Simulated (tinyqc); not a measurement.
MOS inversion layer, Poisson-Schroedinger loop: one step of the calculation.

Electrons confined at an insulator interface at z = 0, treated as a hard wall; parabolic valleys, Hartree approximation, no image or exchange terms. The depletion charge lies far deeper than the electrons and gives a uniform field q Nd/(eps0 eps_r); the gate balances all charge. Energies are counted from the band edge at the interface.

Task. Levels and probability densities. Tridiagonal Hamiltonian with psi = 0 one step beyond both ends: H_ii = C (1/m_(i-1/2) + 1/m_(i+1/2))/hz^2 + V0_i + U_i (+ dE for the set B), H_(i,i+1) = -C/(m_(i+1/2) hz^2), C = hbar^2/(2 m0). The lowest 2 level(s) of each valley set are kept, normalised to hz sum |psi|^2 = 1. The mass is the same on all intervals.

Values chosen for this exercise; masses and permittivity close to those of silicon (100): mass along z of valley set A (2 valley(s)) mz1 = 0.922 m0; mass along z of valley set B (4 valley(s)) mz2 = 0.194 m0; extra shift of set B (strain) dE = 0.11 eV; mesh step hz = 1.1 nm.

Constants: q = 1.602176634e-19 C, hbar = 1.054571817e-34 J s, m0 = 9.1093837015e-31 kg, hbar^2/(2 m0) = 0.0380998212 eV nm^2. Results are converted to the units shown.

```
node  fixed potential V0 (eV)  self-consistent potential U at the start (eV)
1                 0.003115509                                              0
2                 0.006231018                                              0
3                 0.009346527                                              0
4                 0.012462036                                              0
5                 0.015577545                                              0
6                 0.018693054                                              0
7                 0.021808563                                              0
8                 0.024924072                                              0
9                 0.028039581                                              0
10                0.031155090                                              0
11                0.034270599                                              0
12                0.037386108                                              0
13                0.040501617                                              0
14                0.043617126                                              0
15                0.046732635                                              0
16                0.049848144                                              0
17                0.052963653                                              0
18                0.056079162                                              0
```

Find: levels; |psi|^2 of A1; |psi|^2 of A2; |psi|^2 of B1; |psi|^2 of B2.

Result.

levels (eV): A1 0.01605, A2 0.02789, B1 0.13714, B2 0.15801

```
node  |psi|^2 of A1 (1/nm)  |psi|^2 of A2 (1/nm)  |psi|^2 of B1 (1/nm)  |psi|^2 of B2 (1/nm)
1                  0.07633               0.07131               0.01700               0.01865
2                  0.20061               0.11585               0.05831               0.05538
3                  0.24078               0.03914               0.10334               0.07481
4                  0.19107               0.00271               0.13411               0.06079
5                  0.11396               0.07757               0.14276               0.02742
6                  0.05445               0.16363               0.13145               0.00265
7                  0.02165               0.17775               0.10786               0.00516
8                  0.00735               0.13222               0.08037               0.03372
9                  0.00217               0.07512               0.05508               0.07251
10                 0.00056               0.03450               0.03505               0.10354
11                 0.00013               0.01326               0.02084               0.11619
12                 0.00003               0.00437               0.01163               0.10961
13                 0.00001               0.00126               0.00611               0.08977
14                 0.00000               0.00032               0.00301               0.06466
15                 0.00000               0.00007               0.00138               0.04083
16                 0.00000               0.00001               0.00057               0.02198
17                 0.00000               0.00000               0.00020               0.00923
18                 0.00000               0.00000               0.00004               0.00220
```

Numbers from tinyqc (`OMP_NUM_THREADS=1 python tinyqc.py 2160057 2160058 out.jsonl`; about 1 s on one thread of a shared Intel Xeon 2.30GHz).
